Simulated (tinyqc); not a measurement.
The mass ratio: thresholds of impact ionisation and Auger recombination from band masses.

Values chosen for the exercise (out of a larger set: near those of InP, gap at low temperature and not tied to T; not measured data): Eg = 1.396 eV (gap at Gamma to the s-like level).

mu = me/mh is varied; thresholds in units of Eg for ionisation started by an electron, (1 + 2 mu)/(1 + mu), and by a heavy hole, (2 + mu)/(1 + mu).

Results:

| mu | electron (Eg) | hole (Eg) | electron (eV) | hole (eV) |
|---|---|---|---|---|
| 0.147 | 1.1282 | 1.8718 | 1.575 | 2.613 |
| 0.210 | 1.1736 | 1.8264 | 1.638 | 2.550 |
| 1.000 | 1.5000 | 1.5000 | 2.094 | 2.094 |
| 1.200 | 1.5455 | 1.4545 | 2.157 | 2.031 |
| 1.500 | 1.6000 | 1.4000 | 2.234 | 1.954 |
| 2.500 | 1.7143 | 1.2857 | 2.393 | 1.795 |
| 2.900 | 1.7436 | 1.2564 | 2.434 | 1.754 |

What does the comparison show, and why?

The two thresholds add up to 3 Eg in every row and are equal, 3/2 Eg, at mu = 1. The lighter carrier has the lower threshold; in the first row the two differ by 1.038 eV, which would favour one carrier in avalanche multiplication. Real ionisation rates depend on the whole band structure and can be nearly equal although the edge masses differ.

tinyqc: `OMP_NUM_THREADS=1 python tinyqc.py 1850438 1850439 out.jsonl`; about 0.01 s, one thread, shared Intel(R) Xeon(R) Processor @ 2.30GHz.
